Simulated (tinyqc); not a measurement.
CIS and TDHF on RHF in the 3-21g basis, for H3-, spin multiplicity 1, step by step (part 1 of 2). The basis has no diffuse functions, so it cannot describe the extra electron: this is an exercise in the method, not the real anion. Computed by tinyqc, a small Python program that keeps every step (integrals from PySCF). Settings: charge = -1, multiplicity = 1, basis = 3-21g, method = RHF, energy threshold = 1e-10, iteration cap = 52, orthogonalisation = symmetric, start = atomic densities, DIIS depth = 6, TDHF = 1. Command: `OMP_NUM_THREADS=1 python tinyqc.py 27002 27003 out.jsonl` (the two numbers bound the seeds that draw the settings). One thread of a shared host (Intel(R) Xeon(R) Processor @ 2.60GHz), about 0.09 s of CPU time with the checks. The early iterations of the SCF are left out here.

## One-electron integrals

Geometry (angstrom):
```
atom         x         y          z
H     0.000000  0.000000   0.000000
H     0.000000  0.000000   0.758000
H     0.000000  0.827000  -0.101000
```

Basis 3-21g: exponents (1/bohr^2) and contraction coefficients of normalised primitives:
```
element  l (shell)  exponent  coefficient
H            s (1)  5.447178     0.156285
H            s (1)  0.824547     0.904691
H            s (2)  0.183192     1.000000
```

Overlap, kinetic and nuclear-attraction integrals over the contracted functions; the nuclear repulsion is the sum of Za Zb / Rab.

nuclear repulsion = 1.77707234 hartree

overlap S, order 1H 1s, 1H 2s, 2H 1s, 2H 2s, 3H 1s, 3H 2s:
```
[[1.000000, 0.645899, 0.387497, 0.473572, 0.321215, 0.443963],
 [0.645899, 1.000000, 0.473572, 0.828667, 0.443963, 0.796884],
 [0.387497, 0.473572, 1.000000, 0.645899, 0.105044, 0.299748],
 [0.473572, 0.828667, 0.645899, 1.000000, 0.299748, 0.628093],
 [0.321215, 0.443963, 0.105044, 0.299748, 1.000000, 0.645899],
 [0.443963, 0.796884, 0.299748, 0.628093, 0.645899, 1.000000]]
```

kinetic energy T (hartree), order 1H 1s, 1H 2s, 2H 1s, 2H 2s, 3H 1s, 3H 2s:
```
[[1.549405, 0.293152, 0.188996, 0.170331, 0.104803, 0.150990],
 [0.293152, 0.274788, 0.170331, 0.199178, 0.150990, 0.185829],
 [0.188996, 0.170331, 1.549405, 0.293152, -0.062029, 0.066283],
 [0.170331, 0.199178, 0.293152, 0.274788, 0.066283, 0.119081],
 [0.104803, 0.150990, -0.062029, 0.066283, 1.549405, 0.293152],
 [0.150990, 0.185829, 0.066283, 0.119081, 0.293152, 0.274788]]
```

nuclear attraction V (hartree), order 1H 1s, 1H 2s, 2H 1s, 2H 2s, 3H 1s, 3H 2s:
```
[[-3.046685, -1.615968, -1.129579, -1.210090, -0.909300, -1.130662],
 [-1.615968, -1.749707, -1.151291, -1.467566, -1.058706, -1.409989],
 [-1.129579, -1.151291, -2.857513, -1.501882, -0.281043, -0.733126],
 [-1.210090, -1.467566, -1.501882, -1.647387, -0.719337, -1.123708],
 [-0.909300, -1.058706, -0.281043, -0.719337, -2.797644, -1.469290],
 [-1.130662, -1.409989, -0.733126, -1.123708, -1.469290, -1.625205]]
```

core Hamiltonian H = T + V (hartree), order 1H 1s, 1H 2s, 2H 1s, 2H 2s, 3H 1s, 3H 2s:
```
[[-1.497280, -1.322816, -0.940583, -1.039760, -0.804497, -0.979672],
 [-1.322816, -1.474919, -0.980960, -1.268388, -0.907716, -1.224159],
 [-0.940583, -0.980960, -1.308108, -1.208730, -0.343072, -0.666843],
 [-1.039760, -1.268388, -1.208730, -1.372599, -0.653054, -1.004627],
 [-0.804497, -0.907716, -0.343072, -0.653054, -1.248240, -1.176138],
 [-0.979672, -1.224159, -0.666843, -1.004627, -1.176138, -1.350417]]
```

## Two-electron integrals

Functions are numbered as in S; the eight-fold symmetry (ij|kl) = (ji|kl) = (kl|ij) leaves the list below.

Two-electron integrals (ij|kl) in chemists' order, unique and non-zero (hartree):
```
(11|11) 1.140145   (21|11) 0.611403   (21|21) 0.345152   (22|11) 0.626370
(22|21) 0.380329   (22|22) 0.482957   (31|11) 0.364413   (31|21) 0.206698
(31|22) 0.228552   (31|31) 0.157607   (32|11) 0.332474   (32|21) 0.200324
(32|22) 0.246855   (32|31) 0.160376   (32|32) 0.184944   (33|11) 0.663192
(33|21) 0.407770   (33|22) 0.515875   (33|31) 0.364413   (33|32) 0.441362
(33|33) 1.140145   (41|11) 0.441362   (41|21) 0.250043   (41|22) 0.277164
(41|31) 0.160376   (41|32) 0.158708   (41|33) 0.332474   (41|41) 0.184944
(42|11) 0.492894   (42|21) 0.301054   (42|22) 0.388020   (42|31) 0.199146
(42|32) 0.226383   (42|33) 0.492894   (42|41) 0.226383   (42|42) 0.331641
(43|11) 0.407770   (43|21) 0.250069   (43|22) 0.319845   (43|31) 0.206698
(43|32) 0.250043   (43|33) 0.611403   (43|41) 0.200324   (43|42) 0.301054
(43|43) 0.345152   (44|11) 0.515875   (44|21) 0.319845   (44|22) 0.428701
(44|31) 0.228552   (44|32) 0.277164   (44|33) 0.626370   (44|41) 0.246855
(44|42) 0.388020   (44|43) 0.380329   (44|44) 0.482957   (51|11) 0.293023
(51|21) 0.167455   (51|22) 0.187379   (51|31) 0.095494   (51|32) 0.092488
(51|33) 0.182892   (51|41) 0.120135   (51|42) 0.146144   (51|43) 0.114694
(51|44) 0.152976   (51|51) 0.107555   (52|11) 0.296471   (52|21) 0.180154
(52|22) 0.226005   (52|31) 0.101880   (52|32) 0.106384   (52|33) 0.212790
(52|41) 0.129540   (52|42) 0.176814   (52|43) 0.134846   (52|44) 0.188278
(52|51) 0.123109   (52|52) 0.162436   (53|11) 0.085737   (53|21) 0.050447
(53|22) 0.058950   (53|31) 0.035807   (53|32) 0.037547   (53|33) 0.081483
(53|41) 0.038663   (53|42) 0.050627   (53|43) 0.048338   (53|44) 0.057568
(53|51) 0.030391   (53|52) 0.035580   (53|53) 0.011280   (54|11) 0.200639
(54|21) 0.121864   (54|22) 0.152745   (54|31) 0.072552   (54|32) 0.076838
(54|33) 0.156057   (54|41) 0.089095   (54|42) 0.122822   (54|43) 0.098077
(54|44) 0.133609   (54|51) 0.082470   (54|52) 0.108328   (54|53) 0.025488
(54|54) 0.073775   (55|11) 0.614792   (55|21) 0.382479   (55|22) 0.497479
(55|31) 0.210759   (55|32) 0.223783   (55|33) 0.442627   (55|41) 0.274215
(55|42) 0.386881   (55|43) 0.283889   (55|44) 0.409496   (55|51) 0.293023
(55|52) 0.412438   (55|53) 0.081483   (55|54) 0.273106   (55|55) 1.140145
(61|11) 0.412438   (61|21) 0.233827   (61|22) 0.259507   (61|31) 0.138565
(61|32) 0.134654   (61|33) 0.272997   (61|41) 0.168962   (61|42) 0.204639
(61|43) 0.168070   (61|44) 0.216892   (61|51) 0.123109   (61|52) 0.135543
(61|53) 0.036646   (61|54) 0.091464   (61|55) 0.296471   (61|61) 0.162436
(62|11) 0.469046   (62|21) 0.286822   (62|22) 0.370780   (62|31) 0.169643
(62|32) 0.183957   (62|33) 0.381592   (62|41) 0.208237   (62|42) 0.295834
(62|43) 0.238254   (62|44) 0.325553   (62|51) 0.158592   (62|52) 0.203235
(62|53) 0.049180   (62|54) 0.136769   (62|55) 0.469046   (62|61) 0.203235
(62|62) 0.306689   (63|11) 0.210447   (63|21) 0.126787   (63|22) 0.156227
(63|31) 0.100411   (63|32) 0.115339   (63|33) 0.273106   (63|41) 0.100180
(63|42) 0.142642   (63|43) 0.155511   (63|44) 0.173868   (63|51) 0.062415
(63|52) 0.072953   (63|53) 0.025488   (63|54) 0.052931   (63|55) 0.156057
(63|61) 0.087024   (63|62) 0.120412   (63|63) 0.073775   (64|11) 0.356547
(64|21) 0.218894   (64|22) 0.285861   (64|31) 0.141997   (64|32) 0.161310
(64|33) 0.347535   (64|41) 0.163797   (64|42) 0.242173   (64|43) 0.213943
(64|44) 0.281383   (64|51) 0.118821   (64|52) 0.151997   (64|53) 0.040753
(64|54) 0.105483   (64|55) 0.347535   (64|61) 0.154349   (64|62) 0.234365
(64|63) 0.105483   (64|64) 0.190527   (65|11) 0.382479   (65|21) 0.236766
(65|22) 0.309519   (65|31) 0.132908   (65|32) 0.141990   (65|33) 0.283889
(65|41) 0.170257   (65|42) 0.242099   (65|43) 0.181136   (65|44) 0.258932
(65|51) 0.167455   (65|52) 0.233827   (65|53) 0.048338   (65|54) 0.155511
(65|55) 0.611403   (65|61) 0.180154   (65|62) 0.286822   (65|63) 0.098077
(65|64) 0.213943   (65|65) 0.345152   (66|11) 0.497479   (66|21) 0.309519
(66|22) 0.418825   (66|31) 0.180054   (66|32) 0.199052   (66|33) 0.409496
(66|41) 0.224217   (66|42) 0.332911   (66|43) 0.258932   (66|44) 0.367197
(66|51) 0.187379   (66|52) 0.259507   (66|53) 0.057568   (66|54) 0.173868
(66|55) 0.626370   (66|61) 0.226005   (66|62) 0.370780   (66|63) 0.133609
(66|64) 0.281383   (66|65) 0.380329   (66|66) 0.482957
```

## Orthogonalisation

S = U s U^T; symmetric (Loewdin) form X = U s^(-1/2) U^T, so that X^T S X = 1.

eigenvalues of S: [0.085285, 0.200184, 0.466667, 0.608944, 1.071776, 3.567144]

X, order 1H 1s, 1H 2s, 2H 1s, 2H 2s, 3H 1s, 3H 2s:
```
[[1.279714, -0.511654, -0.147044, 0.064934, -0.101361, 0.049858],
 [-0.511654, 2.402001, 0.020737, -0.879198, 0.006426, -0.765194],
 [-0.147044, 0.020737, 1.268150, -0.483667, 0.039966, 0.025302],
 [0.064934, -0.879198, -0.483667, 1.897861, 0.023706, -0.142113],
 [-0.101361, 0.006426, 0.039966, 0.023706, 1.254710, -0.481496],
 [0.049858, -0.765194, 0.025302, -0.142113, -0.481496, 1.797569]]
```

## Iteration 8 (converged): orbitals

converged F (hartree), order 1H 1s, 1H 2s, 2H 1s, 2H 2s, 3H 1s, 3H 2s:
```
[[0.348226, -0.367759, -0.376984, -0.390738, -0.342243, -0.366044],
 [-0.367759, -0.159520, -0.334962, -0.198739, -0.294755, -0.191599],
 [-0.376984, -0.334962, 0.437406, -0.305749, -0.199557, -0.236567],
 [-0.390738, -0.198739, -0.305749, -0.099069, -0.219624, -0.167427],
 [-0.342243, -0.294755, -0.199557, -0.219624, 0.505577, -0.270891],
 [-0.366044, -0.191599, -0.236567, -0.167427, -0.270891, -0.080288]]
```

Diagonalise F' = X^T F X, C = X C', fill 2 alpha and 2 beta electrons from the bottom; D = 2 C_occ C_occ^T. Each column has its largest component positive (the first on a tie).

F' = X^T F X (hartree):
```
[[1.093074, -0.605225, -0.451759, -0.095126, -0.361836, -0.090898],
 [-0.605225, 0.623170, -0.100361, -0.183772, -0.094885, -0.169482],
 [-0.451759, -0.100361, 1.119865, -0.666309, 0.033684, -0.016138],
 [-0.095126, -0.183772, -0.666309, 0.545887, -0.015437, -0.059590],
 [-0.361836, -0.094885, 0.033684, -0.015437, 1.141043, -0.673975],
 [-0.090898, -0.169482, -0.016138, -0.059590, -0.673975, 0.536575]]
```

orbital energies (hartree): [-0.369776, 0.147934, 0.576542, 1.214742, 1.551382, 1.938789]

coefficients C, order 1H 1s, 1H 2s, 2H 1s, 2H 2s, 3H 1s, 3H 2s:
```
[[0.280306, -0.011766, 0.113027, -0.846295, -0.062437, -1.061348],
 [0.255841, -0.015655, 2.115290, 1.039133, 0.047748, 1.329720],
 [0.211232, -0.189093, -0.039941, -0.600255, 0.806012, 0.880054],
 [0.205421, -0.908275, -1.325831, 0.307328, -1.016698, -0.938435],
 [0.180265, 0.201098, -0.035967, -0.443118, -1.010304, 0.726163],
 [0.170084, 0.989457, -1.074635, 0.079949, 1.151666, -0.759220]]
```

D after iteration 8, order 1H 1s, 1H 2s, 2H 1s, 2H 2s, 3H 1s, 3H 2s:
```
[[0.157420, 0.143796, 0.122869, 0.136536, 0.096326, 0.072066],
 [0.143796, 0.131399, 0.114004, 0.133549, 0.085942, 0.056049],
 [0.122869, 0.114004, 0.160750, 0.430281, 0.000103, -0.302346],
 [0.136536, 0.133549, 0.430281, 1.734322, -0.291244, -1.727521],
 [0.096326, 0.085942, 0.000103, -0.291244, 0.145871, 0.459276],
 [0.072066, 0.056049, -0.302346, -1.727521, 0.459276, 2.015909]]
```

## Convergence

Stop when the energy changes by less than 1e-10 hartree and every element of the error matrix X^T (F D S - S D F) X is below 3e-06.

Course of the cycle:
```
iteration  E (hartree)     change  largest element of the error matrix
1          -1.67066802          -                             1.97e-01
2          -1.35534188   3.15e-01                             6.97e-02
3          -1.36360531  -8.26e-03                             9.26e-03
4          -1.36377653  -1.71e-04                             1.70e-03
5          -1.36378677  -1.02e-05                             4.27e-04
6          -1.36378859  -1.82e-06                             7.12e-05
7          -1.36378864  -4.59e-08                             6.72e-06
8          -1.36378864  -6.69e-11                             3.42e-07
```

PySCF RHF in the same basis = -1.36378864 hartree

Converged in 8 iterations.

## Integrals over molecular orbitals

(pq|rs) = sum C_ip C_jq C_kr C_ls (ij|kl), one index at a time.

one-electron integrals over orbitals h = C^T H C (hartree):
```
[[-1.804901, 0.000236, -0.047245, 0.262936, 0.018837, 0.000109],
 [0.000236, -1.114118, 0.001344, -0.027098, 0.287908, 0.002502],
 [-0.047245, 0.001344, -0.880939, 0.053648, 0.005189, 0.263323],
 [0.262936, -0.027098, 0.053648, -0.493213, 0.002548, -0.037229],
 [0.018837, 0.287908, 0.005189, 0.002548, -0.282758, -0.002256],
 [0.000109, 0.002502, 0.263323, -0.037229, -0.002256, -0.079293]]
```

Two-electron integrals over orbitals (pq|rs), unique and non-zero (hartree):
```
(11|11) 0.614116    (21|11) -0.013284   (21|21) 0.100984    (22|11) 0.460996
(22|21) 0.013048    (22|22) 0.441043    (31|11) 0.038526    (31|21) 0.002166
(31|22) -0.018588   (31|31) 0.067178    (32|11) 0.004271    (32|21) -0.045896
(32|22) -0.007720   (32|31) -0.002576   (32|32) 0.043902    (33|11) 0.423793
(33|21) -0.006338   (33|22) 0.360488    (33|31) 0.025127    (33|32) 0.004309
(33|33) 0.380236    (41|11) -0.140451   (41|21) 0.009437    (41|22) -0.062069
(41|31) -0.018068   (41|32) -0.001296   (41|33) -0.041213   (41|41) 0.091766
(42|11) 0.014523    (42|21) -0.001653   (42|22) 0.007489    (42|31) 0.001422
(42|32) -0.005356   (42|33) 0.003733    (42|41) -0.011203   (42|42) 0.024682
(43|11) -0.021174   (43|21) 0.002334    (43|22) -0.017362   (43|31) 0.021931
(43|32) -0.002135   (43|33) 0.001052    (43|41) 0.021674    (43|42) 0.001130
(43|43) 0.039626    (44|11) 0.519885    (44|21) -0.022373   (44|22) 0.392317
(44|31) 0.049040    (44|32) 0.008085    (44|33) 0.387546    (44|41) -0.103707
(44|42) 0.010754    (44|43) -0.005029   (44|44) 0.475755    (51|11) -0.000567
(51|21) -0.065839   (51|22) -0.012558   (51|31) -0.003113   (51|32) 0.023204
(51|33) -0.000435   (51|41) -0.004729   (51|42) 0.027409    (51|43) 0.001719
(51|44) 0.008312    (51|51) 0.075794    (52|11) -0.132129   (52|21) -0.006846
(52|22) -0.089489   (52|31) 0.008064    (52|32) 0.001930    (52|33) -0.047976
(52|41) 0.061846    (52|42) -0.002061   (52|43) 0.003438    (52|44) -0.085806
(52|51) 0.015331    (52|52) 0.092066    (53|11) -0.002594   (53|21) 0.008011
(53|22) -0.000593   (53|31) 0.001943    (53|32) 0.005240    (53|33) 0.000858
(53|41) 0.003876    (53|42) -0.009893   (53|43) 0.001330    (53|44) -0.001446
(53|51) -0.017742   (53|52) -0.003252   (53|53) 0.013967    (54|11) -0.010868
(54|21) 0.080567    (54|22) 0.006199    (54|31) 0.006431    (54|32) -0.033620
(54|33) -0.003057   (54|41) 0.009542    (54|42) -0.007040   (54|43) 0.002380
(54|44) -0.017660   (54|51) -0.061478   (54|52) -0.003557   (54|53) 0.008856
(54|54) 0.075862    (55|11) 0.527308    (55|21) 0.030934    (55|22) 0.473693
(55|31) -0.021110   (55|32) -0.014377   (55|33) 0.371998    (55|41) -0.108338
(55|42) 0.007517    (55|43) -0.015515   (55|44) 0.436809    (55|51) -0.034273
(55|52) -0.154522   (55|53) 0.003261    (55|54) 0.021870    (55|55) 0.583853
(61|11) -0.020736   (61|21) -0.005446   (61|22) 0.039484    (61|31) -0.056197
(61|32) 0.003944    (61|33) -0.017395   (61|41) 0.021190    (61|42) 0.002689
(61|43) 0.014532    (61|44) -0.034483   (61|51) 0.007563    (61|52) -0.037574
(61|53) -0.000915   (61|54) -0.011621   (61|55) 0.067227    (61|61) 0.099854
(62|11) -0.007078   (62|21) 0.058341    (62|22) 0.006210    (62|31) 0.004411
(62|32) -0.023361   (62|33) -0.002047   (62|41) 0.006898    (62|42) -0.016420
(62|43) -0.000415   (62|44) -0.010787   (62|51) -0.057383   (62|52) -0.007080
(62|53) 0.017796    (62|54) 0.051519    (62|55) 0.019631    (62|61) -0.009129
(62|62) 0.054632    (63|11) -0.115240   (63|21) 0.004820    (63|22) -0.056201
(63|31) -0.026948   (63|32) -0.000865   (63|33) -0.047180   (63|41) 0.056585
(63|42) -0.005717   (63|43) 0.007484    (63|44) -0.086744   (63|51) 0.000038
(63|52) 0.042774    (63|53) 0.001673    (63|54) 0.002978    (63|55) -0.079290
(63|61) 0.023289    (63|62) 0.002740    (63|63) 0.053015    (64|11) 0.043610
(64|21) 0.009534    (64|22) -0.022611   (64|31) 0.063575    (64|32) -0.006327
(64|33) 0.025183    (64|41) -0.031012   (64|42) -0.001540   (64|43) -0.000580
(64|44) 0.056628    (64|51) -0.011651   (64|52) 0.021315    (64|53) 0.002102
(64|54) 0.016134    (64|55) -0.042708   (64|61) -0.090741   (64|62) 0.011951
(64|63) -0.032385   (64|64) 0.099876    (65|11) 0.016216    (65|21) -0.101176
(65|22) -0.014846   (65|31) 0.000008    (65|32) 0.052539    (65|33) 0.007653
(65|41) -0.013843   (65|42) 0.020831    (65|43) -0.000711   (65|44) 0.026515
(65|51) 0.090889    (65|52) 0.012785    (65|53) -0.016340   (65|54) -0.093037
(65|55) -0.041043   (65|61) 0.004759    (65|62) -0.079042   (65|63) -0.006959
(65|64) -0.010235   (65|65) 0.139683    (66|11) 0.621240    (66|21) -0.019301
(66|22) 0.465044    (66|31) 0.044180    (66|32) 0.007153    (66|33) 0.428644
(66|41) -0.166681   (66|42) 0.017975    (66|43) -0.029921   (66|44) 0.536472
(66|51) 0.003785    (66|52) -0.146864   (66|53) -0.004463   (66|54) -0.016674
(66|55) 0.549249    (66|61) -0.031840   (66|62) -0.012007   (66|63) -0.135523
(66|64) 0.057670    (66|65) 0.026210    (66|66) 0.685057
```

## CIS matrix, singlets

A(ia,jb) = (e_a - e_i) d_ij d_ab + 2 (ia|jb) - (ij|ab).

CIS matrix A, singlet (hartree), order 1>3, 1>4, 1>5, 1>6, 2>3, 2>4, 2>5, 2>6:
```
[[0.656880, -0.014962, -0.003632, 0.002847, 0.001185, 0.000511, 0.008117, 0.004002],
 [-0.014962, 1.248166, 0.001409, -0.001230, -0.004925, -0.000033, 0.043125, 0.004262],
 [-0.003632, 0.001409, 1.545439, -0.001089, 0.038396, -0.025750, -0.000273, -0.013590],
 [0.002847, -0.001230, -0.001089, 1.887033, 0.003068, -0.004155, 0.026027, 0.001043],
 [0.001185, -0.004925, 0.038396, 0.003068, 0.155925, 0.006650, 0.004452, 0.009478],
 [0.000511, -0.000033, -0.025750, -0.004155, 0.006650, 0.723855, -0.010321, -0.010230],
 [0.008117, 0.043125, -0.000273, 0.026027, 0.004452, -0.010321, 1.113889, 0.000687],
 [0.004002, 0.004262, -0.013590, 0.001043, 0.009478, -0.010230, 0.000687, 1.435075]]
```

## CIS singlet states

dipole integrals <i|r|a> (bohr), order 1>3, 1>4, 1>5, 1>6, 2>3, 2>4, 2>5, 2>6:
```
[[0.000000, -0.597776, -0.635779],
 [0.000000, -0.087771, -0.048050],
 [0.000000, -0.027210, 0.027713],
 [0.000000, 0.070366, 0.093894],
 [0.000000, -0.590420, 0.594945],
 [0.000000, 0.418160, -0.447953],
 [0.000000, 0.056522, -0.059121],
 [0.000000, 0.058172, -0.097242]]
```

Diagonalise A (1 hartree = 27.211386 eV); each vector has its largest component positive (the first on a tie). The transition dipole is mu = sqrt2 sum c_ia <i|r|a>.

singlet excitation energies (eV): [4.207882, 17.858041, 19.666449, 29.960182, 34.311433, 39.019565, 42.144976, 51.373599]

lowest vectors, order 1>3, 1>4, 1>5, 1>6, 2>3, 2>4, 2>5, 2>6:
```
[[-0.002255, 0.999354, 0.010940, 0.026695, -0.020210, 0.004173],
 [0.004729, 0.026789, -0.001817, -0.278482, 0.959739, 0.024426],
 [-0.027926, 0.003564, 0.030902, -0.000360, -0.005884, 0.112966],
 [-0.001733, -0.001886, 0.002934, -0.032452, -0.009594, -0.002556],
 [0.999465, 0.001944, 0.014317, 0.005706, -0.003646, 0.010587],
 [-0.013180, -0.010420, 0.998909, -0.025714, -0.004656, -0.018373],
 [-0.004929, -0.020387, 0.025967, 0.959160, 0.278793, 0.005964],
 [-0.007805, -0.005360, 0.014664, 0.000398, -0.024598, 0.993042]]
```

oscillator strengths 2/3 w |mu|^2: [0.147623, 0.668738, 0.350814, 0.006601, 0.009638, 0.015791]

## TDHF (RPA) singlet states

B(ia,jb) = 2 (ia|jb) - (ib|ja); the squared energies are the eigenvalues of (A - B)(A + B); 1 hartree = 27.211386 eV.

TDHF matrix B, singlet (hartree), order 1>3, 1>4, 1>5, 1>6, 2>3, 2>4, 2>5, 2>6:
```
[[0.067178, -0.018068, -0.003113, -0.056197, -0.002576, 0.004141, -0.007076, 0.004878],
 [-0.018068, 0.091766, -0.004729, 0.021190, -0.004014, -0.011203, 0.096283, 0.011106],
 [-0.003113, -0.004729, 0.075794, 0.007563, 0.038343, -0.007029, 0.015331, -0.077191],
 [-0.056197, 0.021190, 0.007563, 0.099854, 0.003477, -0.001519, -0.017766, -0.009129],
 [-0.002576, -0.004014, 0.038343, 0.003477, 0.043902, -0.005356, 0.001930, -0.023361],
 [0.004141, -0.011203, -0.007029, -0.001519, -0.005356, 0.024682, -0.002061, -0.016420],
 [-0.007076, 0.096283, 0.015331, -0.017766, 0.001930, -0.002061, 0.092066, -0.007080],
 [0.004878, 0.011106, -0.077191, -0.009129, -0.023361, -0.016420, -0.007080, 0.054632]]
```

squared energies w^2 (hartree^2): [0.021756, 0.424337, 0.521410, 1.203033, 1.561896, 2.048085, 2.381199, 3.548677]

TDHF energies from the positive w^2 (eV): [4.013632, 17.725805, 19.648996, 29.846227, 34.007654, 38.942574, 41.990254, 51.260629]
